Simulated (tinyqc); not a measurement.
Polarisation and half-bias from two TMR values.

Question. A tunnel junction has TMR = TMR0/(1 + (V/Vh)^2), TMR0 = 2 P1 P2/(1 - P1 P2). Find TMR0, Vh and P2.

Inputs (values chosen for the exercise):
```
symbol,value,unit,meaning
P1,0.64,,spin polarisation of the reference layer
```

TMR at 0.1 and 0.5 V (%): 152.52545  82.183200

Solution. 1/TMR is linear in V^2, and P1 P2 = TMR0/(2 + TMR0).

TMR0 = 158 %
Vh = 0.520 V
P2 = 0.690

tinyqc, about 0.01 s, one thread, Intel Xeon 2.30GHz (shared host): `OMP_NUM_THREADS=1 python tinyqc.py 2450063 2450064 out.jsonl`
